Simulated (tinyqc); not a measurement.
Rectangular fin or nanosheet with a gate all round, subbands and threshold shift from confinement: one step of the calculation.

Undoped body with a flat potential across it, hard walls, transport along x. One isotropic valley (g = 1, mx = my = mz = me). Non-parabolicity enters the subband edges through E (1 + al E) = gamma, so E = 2 gamma/(1 + sqrt(1 + 4 al gamma)); motion within a subband is taken as parabolic with the band-edge mass. Energies are counted from the bulk band edge.

Problem. Threshold shift. Each subband has N_k = g sqrt(2 mx m0 kB T/(pi hbar^2)); without degeneracy n = exp(EF/Vt) sum N_k exp(-E_k/Vt). Classical value Nc times t H, Nc = sum over valleys of 2 g (m m0 kB T/(2 pi hbar^2))^1.5 with m = (mx my mz)^(1/3). Threshold shift dVT = Vt ln(classical value/sum N_k exp(-E_k/Vt)). Use the subbands listed.

Inputs (values chosen for the exercise); masses close to those of In0.53Ga0.47As:

| symbol | value | unit | meaning |
|---|---|---|---|
| T | 300 | K | temperature |
| me | 0.0405 | m0 | mass at the band edge |
| t | 7.3 | nm | width (along y) |
| H | 10.9 | nm | height (along z) |

Constants: q = 1.602176634e-19 C, kB = 1.380649e-23 J/K, hbar = 1.054571817e-34 J s, m0 = 9.1093837015e-31 kg, Vt = kB T/q. Results are converted to the units shown.

```
subband    E_k (eV)  N_k (cm^-1)
1,1      0.19099035  9.3527253e5
1,2      0.32783962  9.3527253e5
2,1      0.46146335  9.3527253e5
1,3      0.51214649  9.3527253e5
2,2      0.56116506  9.3527253e5
```

Wanted: shares; sum N_k exp(-E_k/Vt); Nc; classical value; dVT.

Solution.

shares, subband 1,1 to 2,2 (%): [99.50, 0.50, 0.00, 0.00, 0.00]
sum N_k exp(-E_k/Vt) = 581.6 cm^-1
Nc = 2.045e17 cm^-3
classical value = 1.627e5 cm^-1
dVT = 145.7 mV

Range of the model: Non-parabolicity also makes carriers heavier within each subband, which is left out, so densities of states are understated at high energy.

Computed by the program tinyqc: `OMP_NUM_THREADS=1 python tinyqc.py 2350108 2350109 out.jsonl`, one thread of a shared Intel Xeon 2.30GHz, about 0.09 s for the whole run.
